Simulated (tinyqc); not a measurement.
A particle near a wafer in liquid: double-layer and van der Waals forces (DLVO), deposition barrier and removal: one step, computed by the program tinyqc.

Sphere and flat wall, Derjaguin approximation, constant potentials in the linear-superposition form, no retardation and no hydration force.

Problem. The curve. U(h) = Z R exp(-kappa h) - A R/(6 h); F(h) = -dU/dh = kappa Z R exp(-kappa h) - A R/(6 h^2), positive for repulsion.

Inputs (values chosen for the exercise, of the order of those for silica on copper in water): particle radius R = 70 nm; Hamaker constant A = 3.1e-20 J; temperature T = 298 K.

kappa = 0.05505512 1/nm

Z = -12.08971 pN

Constants: k_B = 1.380649e-23 J/K.

Give: the table «Against the gap» with the columns kappa h, U (k_B T), F (pN), for h (nm) = 0.4, 0.6, 1.0, 1.5, 2.5, 4.0, 7.0, 12.0, 20.0, 40.0.

Solution.

Against the gap:
```
h (nm)  kappa h  U (k_B T)      F (pN)
0.4       0.022     -421.0  -2.306e+03
0.6       0.033     -345.5  -1.050e+03
1.0       0.055     -282.6  -4.058e+02
1.5       0.083     -248.0  -2.036e+02
2.5       0.138     -214.4  -9.847e+01
4.0       0.220     -187.0  -5.999e+01
7.0       0.385     -152.5  -3.907e+01
12.0      0.661     -113.6  -2.658e+01
20.0      1.101      -72.8  -1.640e+01
40.0      2.202      -24.9  -5.377e+00
```

Caution: in rows where h is not small against R, A R/(6 h) overstates the van der Waals term. Caution: in rows with kappa h below 1 linear superposition is only rough.
